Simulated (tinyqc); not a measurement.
Stress in a transistor channel from embedded alloy regions, liners and fins, by half-space elasticity: one step, computed by the program tinyqc.

Plane strain in an isotropic half-space, the same constants everywhere; x along the channel from its centre, y downwards from the free surface; stress is positive in tension.

Question. Mobility change, linear estimate. d mu/mu = -(pi_L s_xx + pi_z s_yy) for the embedded regions alone; the stress across the width is left out.

Inputs (values chosen for the exercise, modelled on silicon): longitudinal piezoresistance coefficient = 73.8 1e-11/Pa; vertical piezoresistance coefficient = -0.96 1e-11/Pa.

Stressor: Si(1-x)Ge(x) source and drain.

s_xx = -849.3941 MPa

s_yy = -1.903836 MPa

Give: mobility change.

Answer.

mobility change = 62.683 %

The vertical stress supplies -0.0018 of these points. Caution: beyond a few hundred MPa bulk piezoresistance coefficients no longer describe an inversion layer well.
